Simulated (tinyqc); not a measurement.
G0W0 on RHF in the cc-pvdz basis, for He, spin multiplicity 1, step by step. One step of it, computed by the program tinyqc.

Problem. G0W0 on Hartree-Fock: HOMO. W(p,q,m) = sqrt2 sum_ia (pq|ia) (X+Y)_ia,m; Sigma_c(x) = sum_(i,m) W^2/(x - e_i + w_m) + sum_(a,m) W^2/(x - e_a - w_m); solve x = e_p + Sigma_c(x) by Newton steps; Z = 1/(1 - dSigma/dx); 1 hartree = 27.211386 eV.

orbital energies (hartree): MO1 -0.914148, MO2 1.397442, MO3 2.524372, MO4 2.524372, MO5 2.524372

Two-electron integrals over orbitals (pq|rs), unique and non-zero (hartree):
```
(11|11) 1.026865    (21|11) -0.316447   (21|21) 0.227505    (22|11) 0.857592
(22|21) -0.255195   (22|22) 0.765495    (31|31) 0.183149    (32|31) -0.025386
(32|32) 0.028529    (33|11) 0.961262    (33|21) -0.230485   (33|22) 0.774953
(33|33) 1.040531    (41|41) 0.183149    (42|41) -0.025386   (42|42) 0.028529
(43|43) 0.063706    (44|11) 0.961262    (44|21) -0.230485   (44|22) 0.774953
(44|33) 0.913119    (44|44) 1.040531    (51|51) 0.183149    (52|51) -0.025386
(52|52) 0.028529    (53|53) 0.063706    (54|54) 0.063706    (55|11) 0.961262
(55|21) -0.230485   (55|22) 0.774953    (55|33) 0.913119    (55|44) 0.913119
(55|55) 1.040531
```

excitation energies w (hartree): 2.728927  3.787145  3.787145  3.787145

X + Y:
```
            1         2         3         4
1>2  0.920364  0.000000  0.000000  0.000000
1>3  0.000000  0.952862  0.000000  0.000000
1>4  0.000000  0.000000  0.952862  0.000000
1>5  0.000000  0.000000  0.000000  0.952862
```

Give: The 12 largest terms at x = e_p; Newton steps; quasiparticle energy of the HOMO; Hartree-Fock value.

Solution.

The 12 largest terms at x = e_p (hartree; W for the signs of X + Y given):
```
q  m        W     term
1  1  -0.4119   0.0622
2  1   0.2961  -0.0174
3  2   0.2468  -0.0084
4  3   0.2468  -0.0084
5  4   0.2468  -0.0084
```

Newton steps (hartree):
```
step        x  Sigma_c(x)       Z
0     -0.9141      0.0195  0.9711
1     -0.8952      0.0189  0.9714
2     -0.8952      0.0189  0.9714
```

quasiparticle energy of the HOMO = -24.3604 eV

Hartree-Fock value = -24.8752 eV
